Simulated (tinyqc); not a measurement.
The size of the error: propagation of a band-gap error through k.p and effective-mass formulas.

Chain, for a gap E (the reference Eg or another value), with Ep and Dso kept: 1/me = 1 + Ep (E + 2 Dso/3)/(E (E + Dso)); g* = 2 - 2 Ep Dso/(3 E (E + Dso)); g1(E) = g1 + (Ep/3)(1/E - 1/Eg), g2(E) = g2 + (Ep/6)(1/E - 1/Eg), light hole 1/(g1 + 2 g2), heavy hole 1/(g1 - 2 g2) along [100]; optical constant ei(E) = 1 + (ei - 1)(EP/(EP + E - Eg))^2, static e0(E) = ei(E) + e0 - ei.

Donor: R = Ry me/e0^2, a_B = a0 e0/me, Mott density (0.26/a_B)^3. Nc, Nv = 2 (m kT/(4 pi c))^(3/2), c = hbar^2/2m0, ni = sqrt(Nc Nv) exp(-E/2kT). Exciton: Ry mu/e0^2 with 1/mu = 1/me + g1(E). 1 angstrom^-3 = 1e24 cm^-3.

Constants: Ry = 13.60569312 eV; a0 (Bohr radius) = 0.5291772105 angstrom; kB = 8.617333262e-05 eV/K; hbar^2/2m0 = 3.80998211 eV angstrom^2.

Parameters, chosen for this exercise (reference values near those of InP, gap at low temperature; the results hold for these values, not for the real material): Eg = 1.439 eV (gap at Gamma to the s-like level); Dso = 0.11 eV (spin-orbit splitting); Ep = 20.6 eV (Kane energy); g1 = 5.06 (Luttinger gamma1); g2 = 1.61 (gamma2); e0 = 12.45 (static dielectric constant); ei = 9.76 (optical dielectric constant); EP = 5.02 eV (mean (Penn) gap); mh = 0.52 m0 (density-of-states mass of the holes); T = 300 K (temperature).

E = f Eg; ratios against f = 1.

Results:

| f | E (eV) | me ratio | light-hole ratio | e0 ratio | donor ratio | Mott ratio | g* | log10 ni ratio |
|---|---|---|---|---|---|---|---|---|
| 0.25 | 0.360 | 0.278 | 0.224 | 1.438 | 0.135 | 0.00726 | -6.939 | 8.65 |
| 0.40 | 0.576 | 0.429 | 0.366 | 1.323 | 0.245 | 0.0342 | -1.828 | 6.98 |
| 0.60 | 0.863 | 0.625 | 0.565 | 1.194 | 0.438 | 0.143 | 0.203 | 4.68 |
| 0.80 | 1.151 | 0.815 | 0.776 | 1.088 | 0.688 | 0.420 | 0.960 | 2.35 |
| 1.00 | 1.439 | 1.000 | 1.000 | 1.000 | 1.000 | 1.00 | 1.322 | 0.00 |
| 1.20 | 1.727 | 1.180 | 1.238 | 0.926 | 1.377 | 2.07 | 1.524 | -2.36 |
| 1.50 | 2.159 | 1.442 | 1.624 | 0.835 | 2.069 | 5.15 | 1.691 | -5.92 |
| 2.00 | 2.878 | 1.856 | 2.360 | 0.721 | 3.566 | 17.0 | 1.824 | -11.89 |

What does the comparison show, and why?

Between f = 0.8 and 1.2 the mean powers d ln(ratio)/d ln f are 0.91 for me, 1.15 for the light hole, -0.40 for e0, 1.71 for the donor energy and 3.93 for the Mott density; ni moves by -0.82 decades per 0.1 eV, against -0.1 eV/(2 kT ln 10) = -0.84 from the exponential alone, the rest coming from Nc through me^(3/4). g* changes sign between f = 0.40 and 0.60; the place of this zero hangs on remote bands, which are left out.

(tinyqc, `OMP_NUM_THREADS=1 python tinyqc.py 1850482 1850483 out.jsonl`, Intel(R) Xeon(R) Processor @ 2.30GHz, 1 thread, shared host, about 0.01 s.)
